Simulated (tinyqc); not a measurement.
Worked calculation: coherent transport through a tight-binding region between two chains. One step of it, computed by the program tinyqc.

Task: Transmission at E = 0 eV. Surface Green function g = (E - i sqrt(4 t^2 - E^2)) / (2 t^2); self-energy tc^2 g on each contact site; G = (E - H - Sigma)^(-1); Gamma = -2 Im Sigma; T = Gamma_L Gamma_R |G_LR|^2; local density of states -Im G_ii / pi.

H of the central region (eV), lower triangle:
```
,1,2,3,4,5
1,0.000000
2,-0.520000,1.210000
3,0.000000,-0.520000,1.210000
4,0.000000,0.000000,-0.520000,1.210000
5,0.000000,0.000000,0.000000,-0.520000,0.000000
```

Leads: semi-infinite chains with site energy 0:
```
parameter,value
lead hopping t (eV),2.700000
coupling to the left lead (eV),0.880000
coupling to the right lead (eV),0.980000
left contact site,1
right contact site,5
```

E = 0.000000 eV

Give: g; G; local density of states; transmission.

Result:

g = 0.0000-0.3704i 1/eV

G (1/eV), lower triangle:
```
,1,2,3,4,5
1,1.6990-1.7653i
2,0.9494-0.9371i,-0.5169-0.5236i
3,0.5101-0.4153i,-0.2291-0.2813i,-1.0431-0.2394i
4,0.2376-0.0292i,-0.0161-0.1310i,-0.2751-0.2757i,-0.6240-0.5105i
5,0.0427+0.3473i,0.1916-0.0236i,0.4030-0.4021i,0.7463-0.9121i,1.3335-1.7204i
```

local density of states (1/eV): 0.5619  0.1667  0.0762  0.1625  0.5476

transmission = 0.0500
